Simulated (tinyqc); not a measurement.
From results back to parameters: tunnelling through a thin dielectric with one trap, as a tight-binding chain. Two cases, with inputs chosen for the exercise.

Problem. A resonance has full width Gamma_L + Gamma_R and peak height 4 Gamma_L Gamma_R/(Gamma_L + Gamma_R)^2. The values come from hidden widths.

Find: larger and smaller width.

Method. The widths are (W/2)(1 +/- sqrt(1 - peak)); which belongs to which lead the line shape cannot tell.

Case 1.

full width = 113.026 meV
peak height = 0.000504368

Solution.

larger and smaller width (meV): 113  0.0143

Case 2.

full width = 54.6326 meV
peak height = 0.00316653

Solution.

larger and smaller width (meV): 54.6  0.0433

Computed by tinyqc, one run a case: `OMP_NUM_THREADS=1 python tinyqc.py N N+1 out.jsonl` with N = 1482734, 1482743; one thread of a shared Intel(R) Xeon(R) Processor @ 2.30GHz, about 0.1 s a run at most.
